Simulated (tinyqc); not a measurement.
Worked calculation: coherent transport through a tight-binding region between two chains. One step of it, computed by the program tinyqc.

Problem. Transmission at E = -0.6 eV. Surface Green function g = (E - i sqrt(4 t^2 - E^2)) / (2 t^2); self-energy tc^2 g on each contact site; G = (E - H - Sigma)^(-1); Gamma = -2 Im Sigma; T = Gamma_L Gamma_R |G_LR|^2; local density of states -Im G_ii / pi.

H of the central region (eV):
```
,1,2,3
1,-0.840000,-1.750000,0.000000
2,-1.750000,0.220000,-1.440000
3,0.000000,-1.440000,0.860000
```

Leads: semi-infinite chains with site energy 0:
```
parameter,value
lead hopping t (eV),1.640000
coupling to the left lead (eV),0.320000
coupling to the right lead (eV),1.020000
left contact site,1
right contact site,3
```

E = -0.600000 eV

Give: g; G; local density of states; transmission.

Solution.

g = -0.1115-0.5995i 1/eV

G (1/eV):
```
,1,2,3
1,-0.1385-0.2055i,0.5841+0.0344i,0.5009+0.2693i
2,0.5841+0.0344i,-0.0827-0.0254i,-0.0625-0.0563i
3,0.5009+0.2693i,-0.0625-0.0563i,-0.6443-0.3593i
```

local density of states (1/eV): 0.0654  0.0081  0.1144

transmission = 0.0495
